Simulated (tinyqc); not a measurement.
Hydrogen passivation of interface dangling bonds: competing passivation and dissociation with distributed barriers: one step, computed by the program tinyqc.

P_b + H2 gives P_bH + H at the rate k_f [H2]; P_bH gives P_b + H at the rate k_d. All defects start unpassivated. E_f and E_d are Gaussian and independent.

Problem. Distributed barriers. [H2] = solubility factor x p; a = k_f0 [H2] exp(-E_f/(k_B T)), d = k_d0 exp(-E_d/(k_B T)). For one pair of barriers the active share is y = [d + a exp(-(a + d) t)]/(a + d). Temperatures in kelvin are T(C) + 273.15. Average y over both Gaussians with 40 x 40 Gauss-Hermite points. Active density N0 y; threshold shift if each active defect holds one charge, e N0 y t_ox/(3.9 eps_0).

Inputs (values chosen for the exercise, close to those used for P_b centres at the silicon-oxide interface):

| quantity | value | unit |
|---|---|---|
| defect density N0 | 2.5e+12 | 1/cm^2 |
| passivation prefactor k_f0 | 1.6e-07 | cm^3/s |
| mean passivation barrier E_f | 1.54 | eV |
| spread sigma_f | 0.078 | eV |
| dissociation prefactor k_d0 | 1e+12 | 1/s |
| mean dissociation barrier E_d | 2.72 | eV |
| spread sigma_d | 0.086 | eV |
| H2 in the oxide per atm, solubility factor | 4e+17 | 1/(cm^3 atm) |
| hydrogen pressure p | 1 | atm |
| anneal temperature T | 225 | C |
| anneal time t | 140 | s |
| oxide thickness | 21 | nm |

Constants: k_B = 8.617333262e-05 eV/K; e = 1.602176634e-19 C; eps_0 = 8.8541878128e-12 F/m.

Give: active share y; active density; threshold shift.

Solution.

active share y = 0.9889

active density = 2.472e+12 1/cm^2

threshold shift = 2409 mV
